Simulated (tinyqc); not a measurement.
Inside a calculation. Model: field-effect mobility of a thin-film transistor with band-tail and deep states (multiple trapping). Computed by tinyqc, a small Python program that keeps every step. Command: `OMP_NUM_THREADS=1 python tinyqc.py 3024854 3024855 out.jsonl tft walk`. One thread of a shared host (Intel(R) Xeon(R) Processor @ 2.30GHz), about 0.05 s of CPU time with the checks. Intermediate numbers are printed to about 6 digits and carried at full precision; extremes and crossings named in words are read from the listed rows.

A thick film in accumulation at small drain voltage. Only free electrons move; trapped ones still screen the gate. N_c and mu_0 are held fixed when T changes, leaving out the T^(3/2) growth of N_c. x = E_0 - psi is the distance of the Fermi level below the band edge.

Inputs (values chosen for the exercise, modelled on polycrystalline silicon):
```
quantity,value,unit
permittivity eps,11.7,-
effective density of states N_c,3e+19,1/cm^3
band mobility mu_0,160,cm^2/(V s)
tail density at the edge g_t,3.1e+20,1/(eV cm^3)
tail width E_t,63,meV
deep-state density g_d,2.2e+17,1/(eV cm^3)
"flat-band Fermi level below the edge, E_0",0.59,eV
equivalent oxide thickness t,190,nm
surface band bending psi_s as a fraction of E_0,0.65,-
temperature T,300,K
```

Deep states: included.

Constants: k_B = 8.617333262e-05 eV/K; e = 1.602176634e-19 C; eps_0 = 8.8541878128e-12 F/m.

## Free and trapped densities

F_j(eta) = int_0^infinity x^j/(1 + exp(x - eta)) dx, without a gamma-function factor. Integrals over x = E/(k_B T) use 160 Gauss-Legendre points in u = sqrt(x) from 0 to sqrt(max(eta, 0) + 32). Free n(x) = N_c (2/sqrt(pi)) F_1/2(-x/k_B T), with F_1/2 from its two-term series in exp(-x/k_B T) for x >= 12 k_B T; tail n_t(x) = int_0^1.2eV g_t exp(-E/E_t)/(1 + exp((x - E)/k_B T)) dE, E counted down from the edge, 120 Gauss-Legendre points; deep charge g_d psi; space charge rho(psi) = n + n_t + g_d psi less its value at psi = 0.

Local densities at x = 0.4, 0.3, 0.2, 0.15, 0.1, 0.05, 0 and -0.05 eV:
```
x (eV),n (1/cm^3),n_t (1/cm^3),n/(n + n_t)
0.40,5.72028e+12,4.58155e+16,1.24839e-04
0.30,2.73742e+14,2.23951e+17,1.22084e-03
0.20,1.30979e+16,1.08992e+18,1.18747e-02
0.15,9.05251e+16,2.38241e+18,3.66063e-02
0.10,6.22316e+17,5.07745e+18,1.09183e-01
0.05,4.13100e+18,9.98400e+18,2.92668e-01
0.00,2.29544e+19,1.58317e+19,5.91820e-01
-0.05,8.18435e+19,1.87717e+19,8.13431e-01
```

E_t/k_B T = 2.44: deep in the tail n_t follows exp(-x/E_t), more slowly than n, so the free share grows as the Fermi level rises.

## One gate voltage

Poisson: F(psi) = sqrt((2 e/(eps eps_0)) int_0^psi rho dpsi'); V_G - V_FB = psi_s + eps F(psi_s) t/3.9; free sheet density N_f = int (n - n(E_0))/F dpsi; induced sheet density N_i = eps eps_0 F(psi_s)/e; trapezoid rule on 301 even points in psi, the first interval left out of N_f. mu_eff = mu_0 N_f/N_i; field-effect mobility mu_FE = mu_0 e (dN_f/dV_G)/C_ox and swing S = dV_G/dlog10(N_f), by a central difference of +/- 2 mV in psi_s; C_ox = 3.9 eps_0/t.

surface field = 154.922 kV/cm

V_G - V_FB = 9.21404 V

free sheet density N_f = 2.05776e+09 1/cm^2

induced sheet density N_i = 1.00170e+12 1/cm^2

effective mobility mu_eff = 0.328684 cm^2/(V s)

field-effect mobility mu_FE = 1.49130 cm^2/(V s)

swing S = 4484.41 mV/decade

0.21 % of the induced charge is free. mu_FE exceeds mu_eff because the free share is still growing with V_G. The swing is 75.33 times the ideal ln(10) k_B T/e.

## Transfer curve

The formulas are those given above.

Against the band bending:
```
psi_s (V),V_G - V_FB (V),N_f (1/cm^2),mu_eff (cm^2/(V s)),mu_FE (cm^2/(V s)),S (mV/decade)
0.21,3.0813,7.79880e+06,3.83112e-03,1.76241e-02,1438.2
0.29,5.0536,1.01366e+08,3.00144e-02,1.48445e-01,2219.3
0.37,8.4170,1.33585e+09,2.34150e-01,1.07960e+00,4021.4
0.42,11.8528,6.57515e+09,8.11190e-01,3.52141e+00,6068.2
0.47,17.0336,3.17379e+10,2.70267e+00,1.10054e+01,9372.0
0.52,25.0763,1.48974e+11,8.55696e+00,3.17469e+01,15249.0
0.56,35.0745,4.89426e+11,2.00012e+01,6.44209e+01,24684.5
0.60,50.6119,1.43302e+12,4.04158e+01,1.03277e+02,45070.3
0.65,81.1949,4.07415e+12,7.13459e+01,1.33977e+02,98755.8
```

The steepest swing among the rows is 1438 mV/decade. mu_eff climbs from 0.0038 to 71, 45 % of mu_0 in the last row. Between rows 6 and 7 N_f scales as (V_G - V_FB - psi_s)^3.49; an exponential tail holding all the charge would give the larger of 1 and 2 E_t/k_B T - 1, here 3.87, and free charge alone 1; charge in deep states makes the exponent larger and lets it vary with V_G.

Checks made by the program: tail integral against adaptive quadrature (relative difference below 1e-10).
